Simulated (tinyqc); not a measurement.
CIS and TDHF on RHF in the sto-3g basis, for B+, spin multiplicity 1, step by step. One step of it, computed by the program tinyqc.

Task: CIS matrix, singlets. A(ia,jb) = (e_a - e_i) d_ij d_ab + 2 (ia|jb) - (ij|ab).

orbital energies (hartree): MO1 -7.986287, MO2 -0.849252, MO3 -0.200518, MO4 -0.200518, MO5 -0.200518

Two-electron integrals over orbitals (pq|rs), unique and non-zero (hartree):
```
p,q,r,s,(pq|rs)
1,1,1,1,2.897294
2,1,1,1,-0.324303
2,1,2,1,0.057850
2,2,1,1,0.742479
2,2,2,1,-0.018490
2,2,2,2,0.525885
3,1,3,1,0.021414
3,2,3,1,0.027489
3,2,3,2,0.112771
3,3,1,1,0.742089
3,3,2,1,-0.011529
3,3,2,2,0.533524
3,3,3,3,0.586773
4,1,4,1,0.021414
4,2,4,1,0.027489
4,2,4,2,0.112771
4,3,4,3,0.031630
4,4,1,1,0.742089
4,4,2,1,-0.011529
4,4,2,2,0.533524
4,4,3,3,0.523513
4,4,4,4,0.586773
5,1,5,1,0.021414
5,2,5,1,0.027489
5,2,5,2,0.112771
5,3,5,3,0.031630
5,4,5,4,0.031630
5,5,1,1,0.742089
5,5,2,1,-0.011529
5,5,2,2,0.533524
5,5,3,3,0.523513
5,5,4,4,0.523513
5,5,5,5,0.586773
```

Give: CIS matrix A, singlet.

Result:

CIS matrix A, singlet (hartree):
```
,1>3,1>4,1>5,2>3,2>4,2>5
1>3,7.0865,0.0000,0.0000,0.0665,0.0000,0.0000
1>4,0.0000,7.0865,0.0000,0.0000,0.0665,0.0000
1>5,0.0000,0.0000,7.0865,0.0000,0.0000,0.0665
2>3,0.0665,0.0000,0.0000,0.3408,0.0000,0.0000
2>4,0.0000,0.0665,0.0000,0.0000,0.3408,0.0000
2>5,0.0000,0.0000,0.0665,0.0000,0.0000,0.3408
```
